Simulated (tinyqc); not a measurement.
# A spin-degenerate level with charging energy between two leads, rate equations: effects of single changes

States 0, up, down and 2 with energies 0, e1 - Ez/2, e1 + Ez/2 and 2 e1 + U. mu_L = +V/2, mu_R = -V/2 (meV), f(x) = 1/(1 + exp(x/kB T)). A transition that adds one electron of given spin at the energy E has the rate G f(E - mu) from each lead, and its reverse G [1 - f(E - mu)]. I counts electrons leaving the left lead, times q.

Parameters, values chosen for the exercise: charging energy of the second electron U = 11.8 meV; level e1 = -3.22 meV; tunnel rate to the left lead GL = 0.063 1/ns; tunnel rate to the right lead GR = 0.16 1/ns; temperature T = 7.5 K; Zeeman splitting Ez = 2.5 meV.

Constants: q = 1.602176634e-19 C, kB = 1.380649e-23 J/K, Vt = kB T/q. Results are converted to the units shown.

Each table varies one quantity; the others keep the values above.

## Current against bias

Transition energies: 0-up e1 - Ez/2, 0-down e1 + Ez/2, up-2 e1 + U + Ez/2, down-2 e1 + U - Ez/2. dp/dt = W p; W_ji is the rate from state i to j, and each column sums to zero. Steady state: W p = 0 with sum p = 1. I = q GL sum over transitions i-j of [fL p_i - (1 - fL) p_j].

Current against bias:

| V (mV) | I (pA) | I (GL + GR)/(q GL GR) | mean number | p(up) - p(down) |
|---|---|---|---|---|
| 1.18 | 0.02896 | 0.003999 | 0.9982 | 0.956 |
| 3.4 | 0.1905 | 0.02631 | 0.9905 | 0.943 |
| 5.61 | 0.9848 | 0.1360 | 0.9512 | 0.875 |
| 7.83 | 3.926 | 0.5421 | 0.8058 | 0.626 |
| 10.05 | 8.472 | 1.170 | 0.5828 | 0.244 |
| 12.26 | 10.81 | 1.492 | 0.4792 | 0.0660 |
| 14.48 | 11.75 | 1.623 | 0.4693 | 0.0473 |
| 16.7 | 12.41 | 1.713 | 0.4860 | 0.0613 |
| 18.91 | 13.12 | 1.812 | 0.5121 | 0.0487 |
| 21.13 | 13.98 | 1.930 | 0.5452 | 0.0189 |
| 23.35 | 14.37 | 1.984 | 0.5606 | 4.26e-3 |
| 25.56 | 14.46 | 1.997 | 0.5642 | 8.07e-4 |
| 27.78 | 14.48 | 1.999 | 0.5649 | 1.46e-4 |

Read the table: what changes, and by how much?

The scaled current rises from 0.00400 to 2.00. A transition enters the bias window when V = 2 |E|: at 3.94, 8.94, 14.7, 19.7 mV, each step a few kB T = 0.646 meV wide. With all four transitions inside, the scaled current tends to 2 and the mean number to 2 GL/(GL + GR) = 0.565; the last row has 2.00 and 0.565.

## Effect of unequal tunnel rates

Same model as above.

Here e1 = 2.95 meV, Ez = 0 and V = +/- 17.7 mV, so that only the 0-1 transitions lie in the window.

Result of one run:

| GR (1/ns) | I at +V (pA) | I at -V (pA) | \|I(+V)/I(-V)\| | (GL + 2 GR)/(2 GL + GR) |
|---|---|---|---|---|
| 0.045 | 5.312 | -5.937 | 0.8948 | 0.8947 |

What becomes of these results when the tunnel rate to the right lead GR is changed from 0.045 to 0.5 1/ns, all else the same?

Result of the changed run:

| GR (1/ns) | I at +V (pA) | I at -V (pA) | \|I(+V)/I(-V)\| | (GL + 2 GR)/(2 GL + GR) |
|---|---|---|---|---|
| 0.5 | 16.12 | -9.495 | 1.698 | 1.698 |

The whole series:

| GR (1/ns) | I at +V (pA) | I at -V (pA) | \|I(+V)/I(-V)\| | (GL + 2 GR)/(2 GL + GR) |
|---|---|---|---|---|
| 0.004 | 0.6211 | -1.137 | 0.5462 | 0.5462 |
| 0.009 | 1.346 | -2.243 | 0.6000 | 0.6000 |
| 0.02 | 2.765 | -3.920 | 0.7055 | 0.7055 |
| 0.045 | 5.312 | -5.937 | 0.8948 | 0.8947 |
| 0.1 | 8.932 | -7.676 | 1.164 | 1.164 |
| 0.22 | 12.84 | -8.829 | 1.454 | 1.454 |
| 0.5 | 16.12 | -9.495 | 1.698 | 1.698 |
| 1.1 | 18.11 | -9.813 | 1.846 | 1.846 |

The ratio of the two currents rises from 0.546 to 1.85 and agrees with the last column to better than 0.01 %. An empty dot can be filled with either spin but a filled one empties in one way, so I = 2 q G_in G_out/(2 G_in + G_out): the current is larger when the slower junction is the entrance.

Range of the model: Rate equations need hbar G well below kB T; cotunnelling and the Kondo effect are left out.

Numbers from tinyqc (`OMP_NUM_THREADS=1 python tinyqc.py 2780012 2780013 out.jsonl`; about 0.01 s on one thread of a shared Intel Xeon 2.30GHz).
